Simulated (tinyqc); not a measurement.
# From single traps to 1/f noise

4 half-filled traps with time constants tau_j = 2.3e-7 s times 10^(2 j), j = 0..3, each shift the threshold by a = 2.06 uV when filled and give the Lorentzian a^2 tau/(1 + (2 pi f tau)^2). For time constants spread evenly in ln tau the sum tends to a^2/(4 f ln(10^2)). slope = d ln S/d ln f.

Result of one run:
```
f (Hz)  S (uV^2/Hz)  1/f limit (uV^2/Hz)     slope  j of the largest term
30        0.0088336            0.0076791  -0.41176                      2
```

What becomes of these results when the noise frequency f is changed from 30 to 1e8 Hz, all else the same?

Result of the changed run:
```
f (Hz)  S (uV^2/Hz)  1/f limit (uV^2/Hz)    slope  j of the largest term
1e8      4.7205e-11            2.3037e-9  -1.9999                      0
```

The whole series:
```
f (Hz)  S (uV^2/Hz)  1/f limit (uV^2/Hz)       slope  j of the largest term
0.01        0.98568               23.037  -4.1342e-4                      3
0.1         0.96592               2.3037   -0.040496                      3
1           0.32589              0.23037     -1.3115                      3
30        0.0088336            0.0076791    -0.41176                      2
1000      1.4356e-4            2.3037e-4    -0.67865                      1
30000     5.9572e-6            7.6791e-6     -1.5899                      1
1e6       3.2075e-7            2.3037e-7     -1.3619                      0
1e7       4.6985e-9            2.3037e-8     -1.9906                      0
1e8      4.7205e-11            2.3037e-9     -1.9999                      0
```

Below the slowest trap (1/(2 pi tau) = 0.69 Hz) the spectrum is flat, slope 0.00 in the first row; above the fastest (6.9e5 Hz) the slope tends to -2 (-2.00 in the last row). In between, at 30, 1000 and 30000 Hz, the slopes are -0.41, -0.68 and -1.59, and S is 38 % below the 1/f limit at 1000 Hz.

Program tinyqc, `OMP_NUM_THREADS=1 python tinyqc.py 2150048 2150049 out.jsonl`; Intel Xeon 2.30GHz, shared host, one thread, about 0.01 s.
